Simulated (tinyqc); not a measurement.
# Gate voltage for a given inversion charge

Question. p-type body, charge-sheet picture, depletion and inversion only, full ionisation (an idealisation for deep acceptors), Boltzmann statistics (rough once Na exp(x - xn) passes about Nc/7). In units of Vt: xg = (Vg - Vfb)/Vt, x = psi/Vt, G = gamma/sqrt(Vt), xn = (2 phiF + Vc)/Vt. The implicit equation is (xg - x)^2 = G^2 [x - 1 + exp(x - xn)] for x above about 3. Cox = eps0 eox/tox. ni = sqrt(Nc Nv) exp(-Eg/(2 Vt)), Eg in volts; phiF = Vt ln(Na/ni); gamma = sqrt(2 q eps0 eps_r Na)/Cox. N_inv = (Cox Vt G/q) [sqrt(x - 1 + exp(x - xn)) - sqrt(x - 1)]. Find x - xn, psi and Vg.

Parameters, values chosen for the exercise; band and dielectric values close to those of silicon: temperature T = 350 K; band gap Eg = 1.13 eV; relative permittivity eps_r = 11.5; conduction-band density of states at T Nc = 3.59e19 cm^-3; valence-band density of states at T Nv = 3.3e19 cm^-3; relative permittivity of the gate insulator (close to silicon dioxide) eox = 3.9; insulator thickness tox = 14 nm; acceptor density Na = 1e18 cm^-3; flat-band voltage Vfb = -0.66 V; channel-body voltage Vc = 0.5 V.

Constants: q = 1.602176634e-19 C, kB = 1.380649e-23 J/K, Vt = kB T/q, eps0 = 8.8541878128e-14 F/cm where lengths are in cm. Results are converted to the units shown.

N_inv = 2.6e10 cm^-2

Solution. N_inv rises steadily with x, so it fixes x; the implicit equation then gives xg directly.

x - xn = -0.566
psi = 1.40 V
Vg = 3.47 V

Numbers from tinyqc (`OMP_NUM_THREADS=1 python tinyqc.py 2122129 2122130 out.jsonl`; about 0.01 s on one thread of a shared Intel Xeon 2.30GHz).
